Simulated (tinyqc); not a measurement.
Permeation of metal atoms or ions through a thin barrier or dielectric: time lag, field-aided drift and lifetime: one step, computed by the program tinyqc. Command: `OMP_NUM_THREADS=1 python tinyqc.py 3007816 3007817 out.jsonl barrier walk`. One thread of a shared host (Intel(R) Xeon(R) Processor @ 2.30GHz), about 0.01 s of CPU time with the checks.

The film 0 < x < d is empty at first; C = C0 at x = 0 and C = 0 at x = d. dC/dt = D d2C/dx2.

Task: Steady flux and time lag. Steady flux J = (D C0/d) P/(1 - exp(-P)); time lag in units of d^2/D: s_L = [P (1 + exp(-P))/(1 - exp(-P)) - 2]/P^2 (P = 0: J = D C0/d, s_L = 1/6).

Inputs (values chosen for the exercise, for a model case: neutral metal atoms through a barrier): thickness d = 7.1 nm; concentration at the source side C0 = 6.7e+18 1/cm^3; test temperature T = 300 C.

Peclet number P = 0

diffusivity D = 5.145865e-19 cm^2/s

time scale d^2/D = 979621.5 s

Give: flux relative to D C0/d; steady flux J; time lag s_L; time lag.

Result:

flux relative to D C0/d = 1

steady flux J = 4.8560e+06 1/(cm^2 s)

time lag s_L = 0.16667

time lag = 1.6327e+05 s
